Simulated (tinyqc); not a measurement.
Worked calculation: Hubbard chain of 4 sites. Computed by tinyqc, a small Python program that keeps every step. Settings: hopping = 1.15, U = 3.9, mixing = 1, iteration cap = 76. Command: `OMP_NUM_THREADS=1 python tinyqc.py 20680 20681 out.jsonl` (the two numbers bound the seeds that draw the settings). One thread of a shared host (Intel(R) Xeon(R) Processor @ 2.60GHz), about 0.2 s of CPU time with the checks. Later iterations appear only in the table of the cycle.

## Mean-field iteration 1

one-body matrix (hopping and site energies) (eV), lower triangle:
```
           1          2          3         4
1   0.000000
2  -1.150000   0.000000
3   0.000000  -1.150000   0.000000
4   0.000000   0.000000  -1.150000  0.000000
```

U = 3.900000 eV

electrons, up and down: 2  2

mixing = 1

n(up) at the start (a guess, not normalised): 1 0.800000, 2 0.200000, 3 0.800000, 4 0.200000

n(down) at the start (a guess): 1 0.200000, 2 0.800000, 3 0.200000, 4 0.800000

H(up) = T + U n(down), H(down) = T + U n(up); fill the lowest levels; n(new) = n + mixing (n(out) - n); E = tr T (rho up + rho down) + U sum n_up n_down of the output.

levels, up (eV): -0.248010  0.581041  3.318959  4.148010

levels, down (eV): -0.248010  0.581041  3.318959  4.148010

energy = -1.884285 eV

n(up) after iteration 1: 1 0.882782, 2 0.189301, 3 0.810699, 4 0.117218

n(down) after iteration 1: 1 0.117218, 2 0.810699, 3 0.189301, 4 0.882782

## Mean-field iteration 2

As before.

levels, up (eV): -0.335246  0.387298  3.512702  4.235246

levels, down (eV): -0.335246  0.387298  3.512702  4.235246

energy = -1.905742 eV

n(up) after iteration 2: 1 0.903880, 2 0.172454, 3 0.827546, 4 0.096120

n(down) after iteration 2: 1 0.096120, 2 0.827546, 3 0.172454, 4 0.903880

## Mean-field iteration 3

As before.

levels, up (eV): -0.379511  0.320969  3.579031  4.279511

levels, down (eV): -0.379511  0.320969  3.579031  4.279511

energy = -1.908803 eV

n(up) after iteration 3: 1 0.910071, 2 0.163824, 3 0.836176, 4 0.089929

n(down) after iteration 3: 1 0.089929, 2 0.836176, 3 0.163824, 4 0.910071

## Convergence

Each step fills the lowest levels of T + U n(other spin) and sets n(new) = n + mixing (n(out) - n); stop when output and input agree to 1e-8.

Course of the cycle:
```
iteration       E (eV)  largest |n(out) - n(in)|  mean |n_up - n_down|
1          -1.88428538                  8.28e-02              0.693482
2          -1.90574200                  2.11e-02              0.731426
3          -1.90880318                  8.63e-03              0.746247
4          -1.90929646                  3.67e-03              0.752063
5          -1.90937429                  1.47e-03              0.754344
6          -1.90938633                  5.81e-04              0.755237
7          -1.90938818                  2.28e-04              0.755586
8          -1.90938846                  8.89e-05              0.755723
9          -1.90938850                  3.47e-05              0.755776
10         -1.90938851                  1.36e-05              0.755797
11         -1.90938851                  5.30e-06              0.755805
12         -1.90938851                  2.07e-06              0.755808
13         -1.90938851                  8.08e-07              0.755810
14         -1.90938851                  3.15e-07              0.755810
15         -1.90938851                  1.23e-07              0.755810
16         -1.90938851                  4.81e-08              0.755810
17         -1.90938851                  1.88e-08              0.755810
18         -1.90938851                  7.33e-09              0.755810
```

local moments n_up - n_down: 1 0.827074, 2 -0.684546, 3 0.684546, 4 -0.827074

Converged in 18 iterations. Before convergence this energy mixes input and output and is not variational, so it may rise towards its limit.

## Exact diagonalisation (36 states)

Lowest levels of the sector, and the double occupancy of the lowest state.

lowest levels (eV): -2.506139  -1.814386  -1.113702  -0.789538  -0.365756  0.000000

double occupancy per site = 0.101375

The mean-field solution above lies 0.5968 eV above the exact energy.

## The lowest level by Lanczos steps

From a random start vector (not printed): a_j = <q_j|H|q_j>, b_j = norm of the remainder after orthogonalising; the Ritz value is the lowest eigenvalue of the tridiagonal matrix of a and b so far.

Lanczos:
```
j   a_j (eV)  b_j (eV)  lowest Ritz value (eV)
1   1.959984  3.546353              1.95998430
2   3.809711  4.030838             -0.78012086
3   4.015089  2.464900             -2.03003675
4   3.218758  2.881064             -2.28287151
5   3.744096  3.650222             -2.37297531
6   3.566719  2.482985             -2.44959555
7   4.174298  3.084975             -2.47719489
8   3.054219  3.411121             -2.49147773
9   4.694270  2.617167             -2.50248357
10  5.821691  2.983631             -2.50523142
```
